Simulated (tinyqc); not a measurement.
Inside a calculation. Model: rigid-ion and shell models of the dielectric response of an ionic crystal. Computed by tinyqc, a small Python program that keeps every step. Command: `OMP_NUM_THREADS=1 python tinyqc.py 3026091 3026092 out.jsonl shell walk`. One thread of a shared host (Intel(R) Xeon(R) Processor @ 2.30GHz), about 0.01 s of CPU time with the checks. Intermediate numbers are printed to about 6 digits and carried at full precision; extremes and crossings named in words are read from the listed rows.

Charges +Z and -Z; 6 nearest neighbours, Madelung constant M = 1.747565, volume per ion pair Omega = 2.000000 d^3. Energy per pair U = -M Z^2 e2/d + 6 A exp(-d/rho), e2 = e^2/(4 pi eps_0). In the shell model the anion is a core of charge Y - Z and a massless shell of charge -Y, joined by the spring k; the repulsion acts on the shell. Each ion feels the Lorentz field E + (4 pi/3) P (Gaussian units).

Inputs (values chosen for the exercise, for a model crystal):
```
quantity                       value           unit
nearest-neighbour distance d    2.09       angstrom
ionic charge Z                 0.842              e
hardness d/rho                  10.8              -
cation mass                     39.4              u
anion mass                        19              u
shell charge size Y             2.87              e
core-shell spring k              160  eV/angstrom^2
cation polarisability alpha_+   0.16     angstrom^3
film thickness t                 1.6             nm
```

Structure: rock salt.

Constants: e^2/(4 pi eps_0) = 14.39964548 eV angstrom; 1 eV/angstrom^3 = 160.2176634 GPa; nu for 1 eV/(angstrom^2 u) = 15.6333042 THz; 1 THz = 33.35640952 1/cm; eps_0 = 8.8541878128e-12 F/m; h x 1 THz = 4.135667696 meV.

## Equilibrium, bulk modulus and repulsive spring

Zero pressure fixes 6 A exp(-d/rho) = M Z^2 e2 rho/d^2. Then U = -(M Z^2 e2/d)(1 - rho/d), B = M Z^2 e2 (d/rho - 2)/(9 Omega d), and the spring of one sublattice against the other is R = (1/3) x (Laplacian of the repulsion summed over neighbours) = M Z^2 e2 (d/rho - 2)/(3 d^3), so R = 3 B Omega/d^2.

volume Omega = 18.2587 angstrom^3

lattice energy U = -7.74578 eV/pair

bulk modulus B = 73.2394 GPa

repulsive spring R = 5.73234 eV/angstrom^2

## Rigid ions

With C = 4 pi Z^2 e2/(3 Omega): mu lambda_TO = R - C, mu lambda_LO = R + 2 C; eps_inf = 1 and eps_s = lambda_LO/lambda_TO. lambda in eV/(angstrom^2 u) gives the wavenumber 15.6333042 x 33.35640952 x sqrt(lambda); mu is the reduced mass.

Coulomb spring C = 2.34205 eV/angstrom^2

omega_TO, rigid ions = 268.182 1/cm

omega_LO, rigid ions = 470.079 1/cm

eps_s, rigid ions = 3.07243

## Shell model: electronic response

Eliminating the shell gives the anion polarisability alpha_- = Y^2 e2/(k + R), the Szigeti charge Z_S = Z - Y R/(k + R) and the softened spring R' = k R/(k + R). With b = 4 pi (alpha_+ + alpha_-)/(3 Omega): eps_inf = (1 + 2b)/(1 - b) (Clausius-Mossotti); Born charge Z* = Z_S (eps_inf + 2)/3.

anion polarisability alpha_- = 0.715663 angstrom^3

Szigeti charge Z_S = 0.742733 e

softened spring R' = 5.53407 eV/angstrom^2

b = 0.200889

eps_inf = 1.75417

Born charge Z* = 0.929449 e

Overlap pushes the shell back and lowers the effective charge to 88 % of Z; the local field then raises the Born charge to 110 % of Z.

## Shell model: lattice response

mu lambda_TO = R' - (4 pi e2/(3 Omega)) Z_S^2/(1 - b); mu lambda_LO = mu lambda_TO + 4 pi e2 Z*^2/(eps_inf Omega); eps_s = eps_inf lambda_LO/lambda_TO.

mu lambda_TO = 3.25357 eV/angstrom^2

omega_TO = 262.719 1/cm

omega_LO = 415.401 1/cm

eps_s = 4.38555

share of R' left after the dipole term = 0.587917

The dipole field cancels 41 % of the short-range spring.

## As a gate dielectric

Capacitance per area eps_0 eps_s/t; equivalent oxide thickness EOT = t x 3.9/eps_s; the surface optical mode against silicon (eps = 11.7) lies at omega_TO sqrt[(eps_s + 11.7)/(eps_inf + 11.7)], and its squared coupling to channel electrons scales as g = hbar omega_SO [1/(11.7 + eps_inf) - 1/(11.7 + eps_s)], with hbar omega = h c x wavenumber.

capacitance per area = 24.2691 fF/micrometre^2

equivalent oxide thickness = 1.42285 nm

surface optical mode = 287.264 1/cm

remote-phonon coupling g = 0.433050 meV

## From rigid to soft shells

The formulas are those given above.

Response against the core-shell spring:
```
k (eV/angstrom^2)  eps_inf       Z_S        Z*  omega_TO (1/cm)  omega_LO (1/cm)    eps_s
130                1.93276  0.720792  0.944902          262.184          407.260  4.66349
160                1.75417  0.742733  0.929449          262.719          415.401  4.38555
210                1.58353  0.765740  0.914684          263.230          424.699  4.12209
290                1.44320  0.786369  0.902541          263.649          433.793  3.90695
420                1.33563  0.803356  0.893234          263.970          441.895  3.74297
640                1.25678  0.816522  0.886411          264.205          448.602  3.62327
1300               1.18318  0.829400  0.880043          264.424          455.563  3.51192
4800               1.13273  0.838577  0.875678          264.574          460.786  3.43581
```

From the stiffest to the softest shell eps_inf rises from 1.13 to 1.93 and Z_S falls from 0.84 to 0.72; omega_LO moves by -12 % and omega_TO by -0.9 %. Screening by eps_inf cuts the LO frequency, which rigid ions overstate (rigid ions: 470 per cm); eps_s goes from 3.44 to 4.66.

Checks made by the program: TO spring by direct elimination of the shell from the 2 x 2 energy matrix (relative difference below 1e-10); Szigeti's relation mu lambda_TO (eps_s + 2)/(eps_inf + 2) = R' (relative difference below 1e-10).
